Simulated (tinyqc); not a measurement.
Comparisons within one model: bond unit of a tetrahedral oxide and its oxygen vacancy in tight binding. A value that a table varies takes the place of the one given here.

Two sp3 hybrids h1, h2 at eh = (es + 3 ep)/4 point at one oxygen with orbitals s, px, py, pz; x joins the two cations, z bisects the angle phi, and th = (180 - phi)/2. With u = hbar^2/(m d^2) = 2c/d^2, c = hbar^2/2m0: Vhs = -(1.32 + sqrt3 x 1.42) u/2 and Vhp = (1.42 + sqrt3 x 2.22) u/2. <h|s> = Vhs for both; <h1|px> = Vhp cos(th), <h2|px> = -Vhp cos(th); <h|pz> = Vhp sin(th) for both; py is a lone pair. The unit holds 8 electrons. Coupling between units, which widens the levels into bands, is left out.

Without the oxygen the two hybrids face each other at distance R and couple by -V2, V2 = 3.22 x 2c/R^2, c = hbar^2/2m0: a bond at eh - V2 with two electrons and an antibond at eh + V2. Levels are measured from eop, the lone-pair level that stands for the top of the valence band.

Constants: hbar^2/2m0 = 3.80998211 eV angstrom^2.

Parameters, chosen for this exercise (near tabulated values for SiO2; the results hold for these values, not for the real material):
```
symbol  value   unit      meaning
es      -15     eV        s level of the cation
ep      -7.71   eV        p level of the cation
eos     -34.63  eV        s level of oxygen
eop     -16.9   eV        p level of oxygen
d       1.62    angstrom  cation-oxygen distance
phi     160     degrees   bond angle at oxygen
R       2.93    angstrom  cation-cation distance across the vacancy
```

## Bond angle at oxygen

phi is varied at fixed d. Levels above eop; cation-cation distance 2 d cos(th); band energy is twice the sum of the four filled levels, relative to phi = 180; excess on O is the number of electrons on oxygen less 6.

Against phi:
```
phi (deg)  distance (angstrom)  level 2  level 3  level 5  level 6  excess on O  band energy (eV)
110                      2.654   -5.907   -2.725   12.450   13.274        0.906            -2.096
120                      2.806   -6.377   -2.177   11.864   13.744        0.933            -1.863
130                      2.936   -6.783   -1.637   11.291   14.150        0.971            -1.529
140                      3.045   -7.121   -1.128   10.753   14.489        1.018            -1.130
150                      3.130   -7.389   -0.676   10.279   14.756        1.071            -0.716
160                      3.191   -7.581   -0.316    9.902   14.949        1.121            -0.348
170                      3.228   -7.698   -0.082    9.658   15.065        1.159            -0.092
180                      3.240   -7.737    0.000    9.573   15.104        1.173             0.000
```

Bending moves coupling from px to pz: level 2 rises from -7.74 to -5.91 eV and level 3 falls from 0.00 to -2.73 eV between 180 and 110 degrees. The lowest empty level is lowest at 180 degrees (9.57 eV) and highest at 110 (12.45 eV), so a spread of angles in a glass smears the conduction edge. The band energy is lowest at 110 degrees of those listed (-2.10 eV); the repulsion of the cations, not included, opposes bending.

## The vacancy as the cations move

R is varied; eh = (es + 3 ep)/4. The last two columns are the band energies of the bond with two electrons, -2 V2, and with one, -V2.

Against R (eV):
```
R (angstrom)     V2  bond level  antibond level  two electrons  one electron
2.20          5.069       2.298          12.437        -10.139        -5.069
2.35          4.443       2.925          11.810         -8.886        -4.443
2.50          3.926       3.442          11.293         -7.852        -3.926
2.70          3.366       4.002          10.733         -6.731        -3.366
3.00          2.726       4.641          10.094         -5.453        -2.726
3.30          2.253       5.114           9.621         -4.506        -2.253
3.70          1.792       5.575           9.160         -3.585        -1.792
4.20          1.391       5.977           8.758         -2.782        -1.391
```

The bond level rises from 2.30 eV at 2.2 to 5.98 eV at 4.2 angstrom, towards the lone hybrid at 7.37 eV. Taking one electron away halves the pull between the cations (at 2.5 angstrom from 6.28 to 3.14 eV/angstrom), so the positive vacancy relaxes outward and its level moves up: capture and release of a hole take place at different energies.

## What each value does

Spacing from the highest filled to the lowest empty level, excess electrons on oxygen (their number less 6), and the vacancy bond level eh - V2 - eop, V2 = 3.22 x 2c/R^2. Each row changes one parameter from the base and keeps the others.

Results:
```
case               spacing (eV)  excess on O  vacancy level (eV)
base                     9.9024       1.1211              4.5094
es = -14.5 eV           10.0146       1.1283              4.6344
ep = -7.21 eV           10.2394       1.1426              4.8844
eos = -32.63 eV         10.0533       1.1041              4.5094
eop = -16.4 eV           9.4193       1.0951              4.0094
d = 1.66 angstrom        9.6892       1.1487              4.5094
phi = 152 degrees       10.1946       1.0811              4.5094
R = 3.08 angstrom        9.9024       1.1211              4.7810
```

The largest shifts from the base row, up to three for each result and ties (the steps differ in size, so this ranks the rows, not the parameters). spacing (eV): eop -0.4831, ep +0.3370, phi +0.2922; unchanged at the printed digits by R. excess on O: phi -0.0399, d +0.0276, eop -0.0259; unchanged at the printed digits by R. vacancy level (eV): eop -0.5000, ep +0.3750, R +0.2716; unchanged at the printed digits by eos, d and phi.

Run: tinyqc, `OMP_NUM_THREADS=1 python tinyqc.py 1481362 1481363 out.jsonl`; Intel(R) Xeon(R) Processor @ 2.30GHz, one thread, shared host; about 0.01 s of CPU time with all checks.
